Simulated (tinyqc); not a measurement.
Worked calculation: inversion-layer mobility, back-scattering and ballistic limit of a field-effect transistor. Computed by tinyqc, a small Python program that keeps every step. Command: `OMP_NUM_THREADS=1 python tinyqc.py 3031504 3031505 out.jsonl mos walk`. One thread of a shared host (Intel(R) Xeon(R) Processor @ 2.30GHz), about 0.01 s of CPU time with the checks. Intermediate numbers are printed to about 5 digits and carried at full precision; extremes and crossings named in words are read from the listed rows.

The charge at the top of the source barrier is fixed by the gate; series resistance and short-channel effects are left out. F_j are Fermi integrals normalised to exp(eta) in the classical limit.

Inputs (values chosen for the exercise, modelled on a silicon p-channel):

| quantity | value | unit |
|---|---|---|
| transport mass m | 0.29 | m_0 |
| valley degeneracy g_v | 1 | - |
| weight w of the inversion charge | 0.333 | - |
| permittivity eps | 11.7 | - |
| phonon mobility at 1 MV/cm and 300 K, mu_ph | 99 | cm^2/(V s) |
| roughness mobility at 1 MV/cm, mu_sr | 170 | cm^2/(V s) |
| Coulomb mobility at N_inv = 1e12/cm^2, mu_C | 200 | cm^2/(V s) |
| electrical oxide thickness t_inv | 1.4 | nm |
| depletion charge N_dep | 2.8e+12 | 1/cm^2 |
| gate overdrive V_G - V_T | 0.17 | V |
| drain voltage V_D | 1 | V |
| channel length L | 310 | nm |
| exponent a of the critical length | 0.56 | - |
| temperature T | 400 | K |

Statistics at the top of the barrier: non-degenerate.

Constants: eps_0 = 8.8541878128e-12 F/m; e = 1.602176634e-19 C; m_0 = 9.1093837015e-31 kg; k_B = 1.380649e-23 J/K; hbar = 1.054571817e-34 J s; k_B = 8.617333262e-05 eV/K.

## Charge and field

N_inv = 3.9 eps_0 (V_G - V_T)/(e t_inv); effective field E_eff = e (N_dep + w N_inv)/(eps eps_0).

inversion density N_inv = 2.6171e+12 1/cm^2

effective field E_eff = 0.56783 MV/cm

## Effective mobility

mu_phonon = mu_ph (E_eff/1 MV/cm)^(-0.3) (T/300 K)^(-1.75); mu_rough = mu_sr (E_eff/1 MV/cm)^(-2); mu_Coulomb = mu_C (N_inv/1e12 cm^-2) (T/300 K); Matthiessen's rule adds 1/mu.

phonon part = 70.913 cm^2/(V s)

roughness part = 527.24 cm^2/(V s)

Coulomb part = 697.90 cm^2/(V s)

effective mobility mu = 57.368 cm^2/(V s)

The phonon part is the lowest and holds 81 % of 1/mu.

## Ballistic limit

Non-degenerate: every F_j(eta) is replaced by exp(eta). Ballistic channel: N_2D = g_v m k_B T/(pi hbar^2), U = e V_D/(k_B T); eta_F solves N_inv = (N_2D/2)[F_0(eta_F) + F_0(eta_F - U)]; v_T = sqrt(2 k_B T/(pi m)); I/W = e (N_2D/2) v_T [F_1/2(eta_F) - F_1/2(eta_F - U)]; injection velocity v_T F_1/2(eta_F)/F_0(eta_F).

N_2D = 4.1757e+12 1/cm^2

eta_F = 0.22594

thermal velocity v_T = 1.1536 1e7 cm/s

injection velocity = 1.1536 1e7 cm/s

ballistic current I/W = 483.73 microampere/micrometre

Caution: eta_F is above -1, so the non-degenerate formulas understate the injection velocity and the current.

## Back-scattering

Mean free path lambda = (2 k_B T/e)(mu/v_T) F_0(eta_0)/F_-1/2(eta_0), with eta_0 from N_inv = N_2D F_0(eta_0); critical length l = L (1 + U)^(-a), an empirical rule; back-scattering r = l/(l + lambda). Then eta solves N_inv = (N_2D/2)[(1 + r) F_0(eta) + (1 - r) F_0(eta - U)] and I/W = e (N_2D/2) v_T (1 - r)[F_1/2(eta) - F_1/2(eta - U)]. Ballistic ratio: I over the ballistic current. Apparent mobility 1/(1/mu + 1/mu_B), mu_B = mu L/lambda.

eta_0 = -0.46720

mean free path lambda = 3.4282 nm

critical length l = 46.140 nm

back-scattering coefficient r = 0.93084

current I/W = 17.327 microampere/micrometre

ballistic ratio = 0.035819

apparent low-field mobility = 56.741 cm^2/(V s)

L/lambda = 90.43, but at this drain voltage only the first 46.1 nm can return a carrier to the source, so the device works at 4 % of its ballistic limit. Caution: the current exceeds the long-channel drift law, so the empirical rule for l, meant for short channels, is too generous here.

## Channel length

The last column is the long-channel law e N_inv mu V/L with V = V_D - V_D^2/(2 V_ov) below pinch-off and V_ov/2 above, V_ov = V_G - V_T.

Currents (microampere/micrometre):

| L (nm) | r | I/W | ballistic ratio | long-channel law |
|---|---|---|---|---|
| 5 | 0.17836 | 337.29 | 0.69727 | 408.93 |
| 10 | 0.30273 | 258.91 | 0.53524 | 204.47 |
| 20 | 0.46476 | 176.76 | 0.36541 | 102.23 |
| 40 | 0.63459 | 108.14 | 0.22355 | 51.12 |
| 80 | 0.77645 | 60.87 | 0.12584 | 25.56 |
| 160 | 0.87416 | 32.48 | 0.06714 | 12.78 |
| 400 | 0.94555 | 13.54 | 0.02799 | 5.11 |
| 1000 | 0.97749 | 5.51 | 0.01139 | 2.04 |

The current scales as L^-0.98 at the long end and as L^-0.38 at the short end, where it reaches 70 % of the ballistic 484. At 1000 nm the model gives 2.69 times the long-channel law; the rule for l is a fit for short devices and fails wherever the model exceeds that law. Raising mu by 10 % at 20 nm raises I by 6.1 %.

## The mobility curve

The formulas are those given above.

Mobilities (cm^2/(V s)):

| V_G - V_T (V) | N_inv (1/cm^2) | E_eff (MV/cm) | phonon | roughness | Coulomb | total |
|---|---|---|---|---|---|---|
| 0.03 | 4.6184e+11 | 0.4568 | 75.695 | 814.59 | 123.2 | 44.330 |
| 0.06 | 9.2369e+11 | 0.4806 | 74.551 | 735.95 | 246.3 | 53.100 |
| 0.12 | 1.8474e+12 | 0.5282 | 72.470 | 609.36 | 492.6 | 57.241 |
| 0.20 | 3.0790e+12 | 0.5916 | 70.045 | 485.70 | 821.1 | 56.969 |
| 0.35 | 5.3882e+12 | 0.7105 | 66.300 | 336.72 | 1436.9 | 53.337 |
| 0.50 | 7.6974e+12 | 0.8295 | 63.292 | 247.08 | 2052.6 | 49.179 |
| 0.75 | 1.1546e+13 | 1.0277 | 59.352 | 160.96 | 3079.0 | 42.760 |
| 1.00 | 1.5395e+13 | 1.2259 | 56.293 | 113.12 | 4105.3 | 37.247 |
| 1.50 | 2.3092e+13 | 1.6223 | 51.755 | 64.59 | 6157.9 | 28.599 |

The lowest part is phonon from 0.0300 to 1.50 V. The total peaks at 57 near E_eff = 0.53 MV/cm: screening lifts it at low density and the field presses it down at high density.

Checks made by the program: long channel and small V_D against the drift formula e N mu V_D/L (relative difference 2e-05).
